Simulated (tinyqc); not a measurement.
# Stillinger-Weber potential for a tetrahedral semiconductor, step by step

A worked calculation. Computed by tinyqc, a small Python program that keeps every step. Command: `OMP_NUM_THREADS=1 python tinyqc.py 3008685 3008686 out.jsonl swsi walk`. One thread of a shared host (Intel(R) Xeon(R) Processor @ 2.30GHz), about 0.03 s of CPU time with the checks. Intermediate numbers are printed to about 6 digits and carried at full precision; extremes and crossings named in words are read from the listed rows.

With x = r/sigma: pair term eps A (B x^-4 - 1) exp(1/(x - a)); for each pair of neighbours j, k of atom i, three-body term eps lambda exp(gamma/(x_ij - a) + gamma/(x_ik - a)) (cos theta_jik + 1/3)^2; both vanish beyond x = a. A = 7.049556277, B = 0.6022245584, a = 1.8.

Inputs (values chosen for the exercise, modelled on silicon):
```
quantity                    value      unit
energy scale eps            2.148        eV
length scale sigma          2.106  angstrom
three-body strength lambda   20.4         -
gamma                         1.2         -
bond 1 of the trimer         2.38  angstrom
bond 2 of the trimer         2.23  angstrom
angle of the trimer theta     159   degrees
```

displacement of one atom (angstrom): -0.15  0.15  0.065

Constants: 1 eV/angstrom^3 = 160.2176634 GPa.

## A trimer

Atom 1 binds atoms 2 and 3 at the angle theta; the third side follows from the cosine rule. Sum the three pair terms and the three-body terms centred on each atom.

distance 2-3 = 4.53289 angstrom

pair terms (eV): 1-2 -2.14671, 1-3 -2.04646, 2-3 0.00000

three-body term at atom 1 = 0.521394 eV

three-body terms at atoms 2 and 3 = 0 eV

energy of the trimer = -3.67177 eV

The cut-off is 3.791 angstrom, so atoms 2 and 3 do not interact directly.

## The diamond lattice

All angles are tetrahedral, so only the pair term acts; its minimum lies at x = 2^(1/6) with depth eps, and second neighbours lie beyond the cut-off. a0 = 4 d/sqrt3; E = -2 eps per atom.

bond length d = 2.36391 angstrom

lattice constant a0 = 5.45920 angstrom

energy per atom = -4.296 eV

## Elastic constants and internal strain

Second derivatives of the energy per atom, volume a0^3/8: e_xx gives C11, e_xx = -e_yy gives 2 (C11 - C12), e_xy = e_yx = h/2 gives the unrelaxed C44(0). Under that shear the second sublattice shifts by u_z; minimising over u_z gives C44 = C44(0) - E_hu^2/(E_uu V) and Kleinman's zeta = |E_hu/E_uu|/(a0/4). The optical force constant is k = 4 E_uu, with M omega^2 = k at the zone centre.

C11 = 146.296 GPa

C12 = 75.2339 GPa

unrelaxed C44(0) = 106.817 GPa

C44 = 53.8647 GPa

internal strain zeta = 0.636986

optical force constant k = 35.5742 eV/angstrom^2

Internal relaxation lowers C44 by 50 %. zeta = 1 would keep all bond lengths equal under shear and 0 would move atoms with the lattice; the value here is 0.64. Caution: the original fit to silicon is too soft in shear (C44) and too stiff for the optical mode.

## One atom displaced in the eight-atom cell

Cubic cell of side a0 with periodic images; atoms 1 to 4 at (0,0,0), (0,1/2,1/2), (1/2,0,1/2), (1/2,1/2,0), atoms 5 to 8 shifted by (1/4,1/4,1/4). Atom 5 is moved by u. Forces are minus the gradient of the total energy.

bond lengths from atom 5 to atoms 1 to 4 (angstrom): 2.41137  2.15429  2.50574  2.41137

rise of the pair energy = 0.379355 eV

three-body energy = 0.0867003 eV

forces (eV/angstrom):
```
               x         y         z
atom 5   2.87512  -2.87512  -1.76151
atom 1  -0.08597   0.42640   0.32607
atom 2  -1.65270   1.65270   1.57929
atom 3  -0.79766   0.79766  -0.41193
atom 4  -0.42640   0.08597   0.32607
```

Bond bending carries 19 % of the energy rise. The four neighbours take up a total force of 4.568 against 4.431 eV/angstrom on atom 5; the difference acts on atoms 6 to 8.

## Diamond against structures with more neighbours

Each structure is relaxed in its neighbour distance d (lowest minimum for d between sigma and 1.7 sigma), with all neighbours inside the cut-off, second shells too where they fall inside.

Energies per atom (eV):
```
structure     first neighbours  d (angstrom)      pair  three-body     total  volume (angstrom^3)
diamond                      4       2.36391  -4.29600     0.00000  -4.29600              20.3375
simple cubic                 6       2.61950  -5.63102     1.56159  -4.06943              17.9744
bcc                          8       2.81906  -6.43078     2.34563  -4.08515              17.2461
fcc                         12       2.94126  -6.41053     2.43695  -3.97358              17.9923
```

The order is diamond < bcc < simple cubic < fcc, the lowest two 0.211 eV apart. Against diamond the pair energy changes by -1.34 (simple cubic), -2.13 (bcc), -2.11 (fcc) eV, while angles away from 109.47 degrees cost 1.56, 2.35, 2.44 eV; the bonds stretch to 2.94 angstrom in fcc to weaken that penalty.

Checks made by the program: lattice sum at a0 (relative difference below 1e-10); B from the pair term alone, phi''(d)/(3 a0), against (C11 + 2 C12)/3 (relative difference 5e-07).
